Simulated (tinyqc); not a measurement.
# Worked calculation: metal gate on a two-layer dielectric stack with fixed charge and a dipole

tinyqc, about 0.01 s, one thread, Intel Xeon 2.30GHz (shared host): `OMP_NUM_THREADS=1 python tinyqc.py 2010075 2010076 out.jsonl` Printed values are rounded.

Gate, layer 2, layer 1, p-type semiconductor; x runs from the gate inwards. Charges are counted in units of +q. psi is the band bending at the surface, positive towards inversion. Classical charge, Boltzmann statistics, no interface traps.

Parameters, values chosen for the exercise; band and dielectric values close to those of silicon, layer 1 close to silicon dioxide, layer 2 close to hafnium oxide:
```
symbol,value,unit,meaning
T,300,K,temperature
Eg,1.14,eV,band gap
eps_r,11.5,,relative permittivity
Nc,2.79e19,cm^-3,conduction-band density of states at T
Nv,2.66e19,cm^-3,valence-band density of states at T
chi,4,eV,electron affinity
Na,7.1e16,cm^-3,acceptor density
pM,4.54,eV,work function of the gate metal
t1,1.8,nm,"thickness of layer 1, next to the semiconductor"
e1,3.98,,relative permittivity of layer 1
t2,4.3,nm,"thickness of layer 2, next to the gate"
e2,21.6,,relative permittivity of layer 2
Q1,1.3e11,cm^-2,fixed charge at the semiconductor interface
Q2,2.8e11,cm^-2,fixed charge between the layers
r1,6.2e18,cm^-3,uniform charge density in layer 1
r2,7.1e17,cm^-3,uniform charge density in layer 2
Vd,0,V,flat-band shift by a dipole layer between the layers
ps,-0.056,V,band bending psi of the working point
```

Constants: q = 1.602176634e-19 C, kB = 1.380649e-23 J/K, Vt = kB T/q, eps0 = 8.8541878128e-14 F/cm where lengths are in cm. Results are converted to the units shown.

## Equivalent thickness and work-function difference

EOT = 3.9 (t1/e1 + t2/e2), Cox = eps0/(t1/e1 + t2/e2); phi_ms = pM - (chi + Eg - Vt ln(Nv/Na)).

EOT = 2.54021 nm
Cox = 1.35939 uF/cm^2
share of layer 1 in the EOT = 69.4360 %
phi_ms = -0.446801 V

## Flat-band voltage, term by term

EOT = 3.9 (t1/e1 + t2/e2), Cox = eps0/(t1/e1 + t2/e2); phi_ms = pM - (chi + Eg - Vt ln(Nv/Na)). Vfb = phi_ms + Vd - (q/eps0) [Q1 (t1/e1 + t2/e2) + Q2 t2/e2 + r1 (t1^2/(2 e1) + t1 t2/e2) + r2 t2^2/(2 e2)]: each charge counts with its electrical distance from the gate.

terms (V): phi_ms -0.446801, dipole 0.000000, Q1 -0.015322, Q2 -0.010086, r1 -0.085867, r2 -0.005499
Vfb = -0.563575 V

Apart from phi_ms the largest term is that of r1, -85.9 mV; all charges and the dipole together move Vfb by -117 mV.

## Threshold voltage

ni = sqrt(Nc Nv) exp(-Eg/(2 Vt)), Eg in volts, pB = Vt ln(Na/ni), Vth = Vfb + 2 pB + sqrt(4 q eps0 eps_r Na pB)/Cox.

ni = 7.23876e9 cm^-3
pB = 0.416185 V
depletion charge = 0.138861 uC/cm^2
Vth = 0.370944 V

## Charge in the semiconductor

ni = sqrt(Nc Nv) exp(-Eg/(2 Vt)), Eg in volts. Qs = -sign(psi) sqrt(2 q eps0 eps_r Na Vt [exp(-u) + u - 1 + (ni/Na)^2 (exp(u) - u - 1)]), u = psi/Vt.

Qs = 0.0576973 uC/cm^2

The surface is accumulated.

## Fields and voltage drops

Gauss: D = -Qs just inside the semiconductor; going towards the gate subtract q Q1, then q r1 t1, q Q2 and q r2 t2. Field = D/(eps0 e); the drop over a layer is its mean field times its thickness; Vg = phi_ms + Vd + psi + both drops.

```
place                        D (uC/cm^2)  field (MV/cm)
layer 2, gate side             -0.351104      -0.183583
layer 2, inner side            -0.302189      -0.158007
layer 1, outer side            -0.257329      -0.730224
layer 1, semiconductor side    -0.078526      -0.222833
semiconductor surface          -0.057697      -0.056664
```

drop over layer 2 = -0.0734420 V
drop over layer 1 = -0.0857751 V
Vg = -0.662019 V

The same Vg follows from Vfb + psi - Qs/Cox. The largest field, 0.730 MV/cm in size, is at: layer 1, outer side.
